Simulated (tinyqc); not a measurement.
Inputs raised by 2 %, one at a time: electron-beam lithography: double-Gaussian proximity function, edge placement and dose correction for parallel lines. Computed by tinyqc, a small Python program. Command: `OMP_NUM_THREADS=1 python tinyqc.py 3114192 3114193 out.jsonl proximity sens`. One thread of a shared host (Intel(R) Xeon(R) Processor @ 2.30GHz), about 0.01 s of CPU time with the checks.

Lines are infinitely long. Absorbed energy is counted so that the middle of a very large area written at dose 1 receives 1; the resist develops where it exceeds 1/2.

Inputs (values chosen for the exercise, of the order of those for 10 keV electrons in resist on silicon):
```
quantity                              value               unit
forward range alpha                    0.02         micrometre
backscatter range beta                  1.2         micrometre
backscatter ratio eta                  0.65                  -
base dose D0                            220  microcoulomb/cm^2
beam current                            2.3                 nA
pixel size                               10                 nm
width of the test line                 0.11         micrometre
pattern density around the test line   0.48                  -
```

line widths (micrometre): 1.2  0.44  0.07  0.041

gaps between the lines (micrometre): 0.15  0.1  0.19

Constants: e = 1.602176634e-19 C.

Method:
- The first line starts at x = 0; each next one starts after the width and the gap.
- f(r) = [exp(-r^2/alpha^2)/alpha^2 + eta exp(-r^2/beta^2)/beta^2]/(pi (1 + eta)). A line from a to b at dose d gives E(x) = d [S(alpha) + eta S(beta)]/(1 + eta), S(s) = [erf((b - x)/s) - erf((a - x)/s)]/2.
- M_ij is the mean of E at the two edges of line i from line j at dose 1.
- Uncorrected edge energies are M 1. Solve M d = 1/2 for the doses d that put the mean edge energy of every line at the threshold.
- A test line of width w << beta in surroundings of density rho, all at dose d: near its edge E(x) = d [S + eta rho]/(1 + eta), S = [erf((b - x)/alpha) - erf((a - x)/alpha)]/2 for edges a and b, the second term being the background energy. Dose to size d_s = (1 + eta)/(erf(w/alpha) + 2 eta rho), dose = d_s D0; edge slope d [1 - exp(-w^2/alpha^2)]/(sqrt(pi) alpha (1 + eta)); width change per 1 % of dose = 2 x 0.01 x (1/2)/slope.
- With dose = d_s D0: electrons per pixel N = dose x pixel area/e; relative noise 1/sqrt(N); time per cm^2 of pattern area = dose x density/current; pixel rate = current/(dose x pixel area).

Runs:
```
input moved                           from      to  dose to size d_s  width change per 1 % of dose (nm)  largest over smallest dose  shot noise (%)
base run                                 -       -             1.016                             0.5757                       1.281           2.677
forward range alpha (micrometre)      0.02  0.0204             1.016                             0.5872                       1.282           2.677
backscatter range beta (micrometre)    1.2   1.224             1.016                             0.5757                       1.274           2.677
width of the test line (micrometre)   0.11  0.1122             1.016                             0.5757                       1.281           2.677
pattern density around the test line  0.48  0.4896             1.008                             0.5801                       1.281           2.688
base dose D0 (microcoulomb/cm^2)       220   224.4             1.016                             0.5757                       1.281           2.651
beam current (nA)                      2.3   2.346             1.016                             0.5757                       1.281           2.677
pixel size (nm)                         10    10.2             1.016                             0.5757                       1.281           2.625
```

Exponents ln(y'/y) / ln(x'/x):
```
input                                 dose to size d_s  width change per 1 % of dose  largest over smallest dose  shot noise
forward range alpha                              0.000                         1.000                       0.037       0.000
backscatter range beta                           0.000                         0.000                      -0.287       0.000
width of the test line                           0.000                         0.000                       0.000       0.000
pattern density around the test line            -0.387                         0.387                       0.000       0.193
base dose D0                                     0.000                         0.000                       0.000      -0.500
beam current                                     0.000                         0.000                       0.000       0.000
pixel size                                       0.000                         0.000                       0.000      -1.000
```

Among the inputs moved here: dose to size d_s answers most in size to pattern density around the test line (exponent -0.387); its exponent is below 0.0005 for forward range alpha, backscatter range beta, width of the test line, base dose D0, beam current, pixel size. Width change per 1 % of dose answers most in size to forward range alpha (exponent +1.000), next to pattern density around the test line (+0.387); its exponent is below 0.0005 for backscatter range beta, width of the test line, base dose D0, beam current, pixel size. Its exponent +1.000 in forward range alpha: the edge slope goes as 1/alpha. Largest over smallest dose answers most in size to backscatter range beta (exponent -0.287), next to forward range alpha (+0.037); its exponent is below 0.0005 for width of the test line, pattern density around the test line, base dose D0, beam current, pixel size. Shot noise answers most in size to pixel size (exponent -1.000), next to base dose D0 (-0.500); its exponent is below 0.0005 for forward range alpha, backscatter range beta, width of the test line, beam current.

Extremes, crossings and ranges named in words are read from the listed rows.
